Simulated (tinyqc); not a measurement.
Which input was changed? Model: grain-boundary trapping model (Seto) of a polycrystalline semiconductor film. Computed by tinyqc, a small Python program. Command: `OMP_NUM_THREADS=1 python tinyqc.py 3009158 3009159 out.jsonl poly which`. One thread of a shared host (Intel(R) Xeon(R) Processor @ 2.30GHz), about 0.02 s of CPU time with the checks.

Grains of equal size L are joined by thin boundaries with one trap level. Trapped carriers deplete a width W on each side and raise a barrier, crossed by thermionic emission. Dopants are fully ionised, statistics are non-degenerate and mu_g does not depend on T.

Inputs (values chosen for the exercise, modelled on polycrystalline SiGe):

| quantity | value | unit |
|---|---|---|
| permittivity eps | 13.5 | - |
| effective mass m | 0.29 | m_0 |
| effective density of states at 300 K, N_c | 1.5e+19 | 1/cm^3 |
| grain size L | 100 | nm |
| trap density Q_t | 1.1e+12 | 1/cm^2 |
| trap level E_t below the band edge | 0.46 | eV |
| doping N | 3e+17 | 1/cm^3 |
| mobility inside the grains mu_g | 160 | cm^2/(V s) |
| temperature T | 350 | K |

Grain interior: resistance included.

Constants: k_B = 8.617333262e-05 eV/K; e = 1.602176634e-19 C; eps_0 = 8.8541878128e-12 F/m; m_0 = 9.1093837015e-31 kg; k_B = 1.380649e-23 J/K.

Method. N_c(T) = N_c (T/300 K)^(3/2). Filled traps Q = Q_t/(1 + (1/2) exp((E_t* - E_F)/k_B T)), where E_t* = e V_B - E_t and E_F are counted from the band edge at the grain centre. Partial depletion: Q = 2 N W, V_B = e N W^2/(2 eps eps_0), E_F = k_B T ln(N/N_c); solve for W. If that W would exceed L/2 the grain is fully depleted: W = L/2, Q = N L, and E_F follows from the trap equation. Centre density n_0 = N_c exp(E_F/k_B T). Boundary: sigma_b = L e^2 n_0 exp(-e V_B/k_B T)/sqrt(2 pi m k_B T); drift through the grain, depleted parts included: rho_g = [(1 - 2W/L) + (2W/L) int_0^1 exp(y^2 s^2) ds]/(e n_0 mu_g); rho = 1/sigma_b + rho_g. Mean carrier density n_av = n_0 [(1 - 2W/L) + (2W/L) (sqrt(pi)/2) erf(y)/y], y = sqrt(e V_B/k_B T); effective mobility 1/(e n_av rho).

Task: One of these inputs alone was changed, within the range given: trap density Q_t (5.5e+11 to 2.2e+12); trap level E_t below the band edge (0.23 to 0.92); doping N (1.5e+17 to 6e+17); mobility inside the grains mu_g (80 to 320). Which one, and to what value?

Results:

| run | resistivity rho (ohm cm) | mean carrier density (1/cm^3) | barrier V_B (V) |
|---|---|---|---|
| before | 0.3200695 | 2.529014e+17 | 0.06756797 |
| after | 0.1643567 | 3.697350e+17 | 0.04956502 |

Result:

Each candidate set to reproduce resistivity rho, and what it then gives:

| candidate | range searched | value needed | mean carrier density (1/cm^3) | barrier V_B (V) |
|---|---|---|---|---|
| trap density Q_t (1/cm^2) | 5.5e+11 to 2.2e+12 | 6.451e11 | 2.8665e+17 | 0.023238 |
| trap level E_t below the band edge (eV) | 0.23 to 0.92 | out of reach | - | - |
| doping N (1/cm^3) | 1.5e+17 to 6e+17 | 4.090e17 | 3.6974e+17 | 0.049565 |
| mobility inside the grains mu_g (cm^2/(V s)) | 80 to 320 | out of reach | - | - |

Only doping N fits every result: it went from 3e+17 to 4.09e17 1/cm^3. The next best candidate, trap density Q_t, misses one result by 53 %.

Caution: e V_B is below 2 k_B T, where the depletion approximation fails and the mean density does not balance the trapped charge.
